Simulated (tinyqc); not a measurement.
Inside a calculation. Model: time-dependent dielectric breakdown: cell percolation, Weibull statistics, area scaling and voltage extrapolation. Computed by tinyqc, a small Python program that keeps every step. Command: `OMP_NUM_THREADS=1 python tinyqc.py 3008334 3008335 out.jsonl tddb walk`. One thread of a shared host (Intel(R) Xeon(R) Processor @ 2.30GHz), about 0.01 s of CPU time with the checks. Intermediate numbers are printed to about 6 digits and carried at full precision; extremes and crossings named in words are read from the listed rows.

The oxide is divided into columns of area a^2, each holding m = t_ox/a cells (m is taken as continuous). A share lambda(t) = (t/t_1)^alpha of the cells is defective, and a column whose cells are all defective breaks down.

Inputs (values chosen for the exercise, for a model gate oxide):

| quantity | value | unit |
|---|---|---|
| oxide thickness t_ox | 3.8 | nm |
| defect cell size a | 1 | nm |
| exponent alpha of defect growth | 0.3 | - |
| time t_1 at which the occupied share would reach 1 | 2.7e+10 | s |
| test area A | 50 | um^2 |
| product area A_u | 5e+06 | um^2 |
| stress voltage V | 4.44 | V |
| use voltage V_u | 2.1 | V |
| local exponent n = -d ln t/d ln V at the stress voltage | 47 | - |
| activation energy E_a | 0.5 | eV |
| stress temperature T | 105 | C |
| use temperature T_u | 55 | C |
| allowed failure fraction F | 1e-05 | - |

Voltage law used: 1/E.

Constants: k_B = 8.617333262e-05 eV/K.

## Weibull parameters from the cell model

Failure fraction F = 1 - (1 - lambda^m)^N with N = A/a^2 columns, which for small lambda^m is 1 - exp(-(t/t63)^beta) with beta = alpha m and t63 = t_1 N^(-1/beta); critical share lambda(t63) = N^(-1/m). 1 um^2 = 1e6 nm^2.

cells per column m = 3.8

columns N = 5.00e+07

Weibull slope beta = 1.14

characteristic life t63 = 4763.01 s

critical share of defective cells = 0.00941793

Times between F = 10 % and 90 % span a factor 15: the smaller beta = alpha m, the wider the scatter. Caution: t_1 is an input here; in a real oxide it changes with thickness at fixed voltage.

## A sample of breakdown times

uniform random numbers u: 0.4076  0.0717  0.7370  0.0171  0.9276  0.1230  0.3033  0.6909  0.3758

Each device fails at t = t63 (-ln(1 - u))^(1/beta). Sort the times; median rank F_i = (i - 0.3)/(n_s + 0.4) for n_s devices; W = ln(-ln(1 - F_i)).

Weibull plot:

| i | t (s) | F_i | ln t | W |
|---|---|---|---|---|
| 1 | 135.3 | 0.074468 | 4.90717 | -2.55894 |
| 2 | 487.6 | 0.180851 | 6.18943 | -1.61199 |
| 3 | 802.2 | 0.287234 | 6.68735 | -1.08293 |
| 4 | 1950.5 | 0.393617 | 7.57585 | -0.69266 |
| 5 | 2462.0 | 0.500000 | 7.80873 | -0.36651 |
| 6 | 2700.0 | 0.606383 | 7.90102 | -0.07002 |
| 7 | 5483.1 | 0.712766 | 8.60942 | 0.22111 |
| 8 | 6139.4 | 0.819149 | 8.72248 | 0.53654 |
| 9 | 11107.5 | 0.925532 | 9.31538 | 0.95451 |

## Fitting the sample

W = ln(-ln(1 - F_i)) with the median ranks F_i. Least squares in W: W = beta ln t - beta ln t63. Maximum likelihood: solve sum t^b ln t/sum t^b - 1/b = mean of ln t for b, then t63 = (mean of t^b)^(1/b).

slope by least squares = 0.792048

t63 by least squares = 3566.51 s

slope by maximum likelihood = 0.959414

t63 by maximum likelihood = 3412.20 s

The true values are beta = 1.140 and t63 = 4760 s. With 9 devices the standard error of the maximum-likelihood slope is about 0.78 beta/sqrt(n_s) = 0.30; the fits miss by -0.35 and -0.18, and t63 by -25 and -28 %.

## Projection to use conditions

All three voltage laws share the slope n at the stress voltage. Factor t(V_u)/t(V): E law exp(n (1 - V_u/V)); 1/E law exp(n (V/V_u - 1)); power law (V/V_u)^n. Temperatures in kelvin are T(C) + 273.15. Temperature factor exp[(E_a/k_B)(1/T_u - 1/T)]; area factor (A/A_u)^(1/beta); percentile factor (-ln(1 - F))^(1/beta); life = t63 x all four; 1 year = 3.15576e7 s.

voltage factor = 5.55421e+22

temperature factor = 10.3597

area factor = 4.11183e-05

percentile factor = 4.11185e-05

projected life = 1.46832e+11 years

Area and percentile together cost 8.8 decades, voltage and temperature return 23.8; a ten-year target is met. Caution: a voltage factor of more than nine decades rests wholly on the chosen law and cannot be tested.

## Three voltage laws

Life = t63 x voltage, temperature, area and percentile factors, the last three as above.

Log10 of the life in years:

| V_u/V | V_u (V) | E law | 1/E law | power law |
|---|---|---|---|---|
| 1.00 | 4.440 | -11.5778 | -11.5778 | -11.5778 |
| 0.95 | 4.218 | -10.5572 | -10.5035 | -10.5308 |
| 0.90 | 3.996 | -9.5366 | -9.3098 | -9.4272 |
| 0.80 | 3.552 | -7.4954 | -6.4748 | -7.0230 |
| 0.70 | 3.108 | -5.4543 | -2.8299 | -4.2974 |
| 0.60 | 2.664 | -3.4131 | 2.0301 | -1.1509 |
| 0.50 | 2.220 | -1.3719 | 8.8340 | 2.5706 |
| 0.40 | 1.776 | 0.6693 | 19.0400 | 7.1254 |

At V_u/V = 0.9 the laws differ by 0.23 decades at most, and at 0.5 by 10.2. The E law is the most cautious and the 1/E law the most hopeful. Ten years are reached at V_u/V = 0.384 (E), 0.619 (1/E), 0.540 (power). Caution: the rows at low voltage extrapolate over many decades and cannot be tested.

Checks made by the program: Weibull form against the exact column count at t63 (relative difference 6e-09).
